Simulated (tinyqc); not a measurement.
Bloch-Grueneisen resistivity of a metal. Changing the residual resistivity rho_0. Computed by tinyqc, a small Python program. Command: `OMP_NUM_THREADS=1 python tinyqc.py 3020296 3020297 out.jsonl bg sweep`. One thread of a shared host (Intel(R) Xeon(R) Processor @ 2.30GHz), about 0.01 s of CPU time with the checks.

Electrons scatter from a Debye spectrum of phonons (n = 5 for scattering within one band, n = 3 for scattering into a second, heavy band) and from static defects.

Inputs (values chosen for the exercise, modelled on cobalt): exponent n = 5; Debye temperature Theta = 414 K; transport coupling lambda_tr = 0.24; Drude plasma energy hbar w_p = 6.5 eV; temperature T = 200 K; saturation resistivity = 110 microohm cm.

Addition: saturation.

Constants: k_B = 1.380649e-23 J/K; hbar = 1.054571817e-34 J s; eps_0 = 8.8541878128e-12 F/m; hbar = 6.582119569e-16 eV s; k_B = 8.617333262e-05 eV/K.

Method:
- J_n(y) = int_0^y x^n e^x/(e^x - 1)^2 dx, by 96 Gauss-Legendre points (upper limit at most 60).
- rho_ph = (n - 1) rho_1 (T/Theta)^n J_n(Theta/T), with rho_1 = 2 pi lambda_tr k_B Theta/(hbar eps_0 w_p^2), the high-temperature line at T = Theta.
- Parallel-resistor saturation: 1/rho = 1/(rho_0 + rho_ph) + 1/rho_sat.
- Temperature coefficient (1/rho) d rho/dT by a central difference of +/- 0.5 K; residual ratio rho(295 K)/rho(4.2 K); scattering time tau = 1/(eps_0 w_p^2 rho); Wiedemann-Franz kappa = L_0 T/rho, L_0 = (pi^2/3)(k_B/e)^2.

One run for each value; columns: (1) residual resistivity rho_0 (microohm cm); (2) temperature coefficient (1e-3/K); (3) residual resistance ratio; (4) resistivity rho (microohm cm):
```
(1)        (2)         (3)     (4)
0.002   6.9640  2.8712e+03   3.523
0.0073  6.9535  7.8747e+02   3.528
0.026   6.9169  2.2179e+02   3.546
0.095   6.7849  6.1392e+01   3.611
0.35    6.3369  1.7356e+01   3.849
1.3     5.0755  5.3680e+00   4.726
4.6     2.9574  2.2007e+00   7.664
17      1.0685  1.2946e+00  17.378
60      0.2607  1.0631e+00  40.315
```

Over the rows, temperature coefficient (1e-3/K) falls from 6.96 to 0.261 (exponent d ln y / d ln x -0.0012 between the first rows and -1.1 between the last); residual resistance ratio falls from 2870 to 1.06 (exponent d ln y / d ln x -1.00 between the first rows and -0.16 between the last); resistivity rho (microohm cm) rises from 3.52 to 40.3 (exponent d ln y / d ln x 0.0011 between the first rows and 0.67 between the last). At the low end the exponent of residual resistance ratio is -1.00, close to -1: a clean metal, where the ratio is rho(295 K)/rho_0. The product rho times the coefficient, d rho/dT, goes from 24.5 to 10.5 nanoohm cm/K: saturation lowers it in dirty metals.

Caution (rows 0.00200, 0.00730, 0.0260, 0.0950, 0.350, 1.30, 4.60): below about Theta/2 small-angle phonon scattering degrades heat flow more than charge flow, so a thermal conductivity taken from rho by the Wiedemann-Franz law would be too high.
